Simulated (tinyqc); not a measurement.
Inside a calculation: metal-induced gap states at the contact of a metal chain and a two-band chain. Values are carried at full precision from step to step, so a last printed digit may differ when a step is redone from the rounded ones.

The semiconductor alternates sites A at -Eg/2 and C at +Eg/2 with hopping -t; the gap runs from -Eg/2 to Eg/2. In the gap cosh(q a) = 1 + (Eg^2/4 - E^2)/(2 t^2) and the amplitude changes by -exp(-q a) a period. The metal has site energy 0 and hopping -tm; its end site has g_m = (E - i sqrt(4 tm^2 - E^2))/(2 tm^2). Sites 1, 2, ... count into the semiconductor, with energies e1, e2 alternating. The clean half chain has g1 = 1/(E - e1 - t^2 g2), g2 = 1/(E - e2 - t^2 g1), decaying root. With the contact G11 = 1/(1/g1 - tc^2 g_m), and the density on site j is -Im G_jj/pi = |psi_j/psi_1|^2 (-Im G11/pi), per spin, with psi_2/psi_1 = -t g2, psi_3/psi_2 = -t g1.

Constants: e^2/(4 pi eps0) = 14.39964547 eV angstrom.

Values chosen for the exercise (gap and optical dielectric constant near those of Si; the chain itself is a model; shifted at random, so the results belong to these values and not to a real crystal): Eg = 1.19 eV (gap); t = 2.29 eV (hopping in the semiconductor); a = 3.84 angstrom (period (two sites); one chain for each area a^2); E = 0.14 eV (energy from mid-gap); tm = 1.9 eV (hopping in the metal); tc = 1.29 eV (hopping across the contact); end = A (site that touches the metal); eps = 12.2 (dielectric constant).

## Decay in the gap

Form cosh(q a), l = exp(-q a), q and the decay length 1/(2q) of the density.

cosh(q a) = 1.03189
l = 0.77735
q = 0.06559 1/angstrom
xi, the decay length of the density = 7.623 angstrom

## Green functions

The decaying root is g1 = (1 - l)/(E - e1), g2 = (1 - l)/(E - e2), l = exp(-q a). Form them, g_m and G11.

g1, g2 (1/eV): [0.30292, -0.48934]

g_m = 0.01939-0.52596i 1/eV
G11 = 0.28545-0.07643i 1/eV

## Density site by site

D1 = -Im G11/pi, D2 = (t g2)^2 D1, and each further period multiplies by l^2. The sum over all sites is (D1 + D2)/(1 - l^2). The Green functions stand in the order g1, g2.

density on sites 1 to 8 (1/eV): [0.02433, 0.03055, 0.01470, 0.01846, 0.00888, 0.01116, 0.00537, 0.00674]

Ds, the density per spin summed over the semiconductor = 0.13868 1/eV

The first period holds 40 % of the gap states at this energy.

## Pinning factor

Gap states per area N = 2 Ds/a^2 (two spins). Charge in them sits a distance xi from the metal, so S = 1/(1 + 4 pi e^2 N xi/eps), e^2 meaning e^2/(4 pi eps0); S is the change of the barrier per change of the metal work function.

N = 1.881e+14 1/(eV cm^2)
4 pi e^2 N xi/eps = 2.1267
S = 0.3198

Partial pinning, between the Bardeen (0) and Schottky (1) limits.

## Checks

- g1 from the closed form against decimation: both 0.302925.

Run: tinyqc, `OMP_NUM_THREADS=1 python tinyqc.py 1451002 1451003 out.jsonl`; Intel(R) Xeon(R) Processor @ 2.30GHz, one thread, shared host; about 0.01 s of CPU time with all checks.
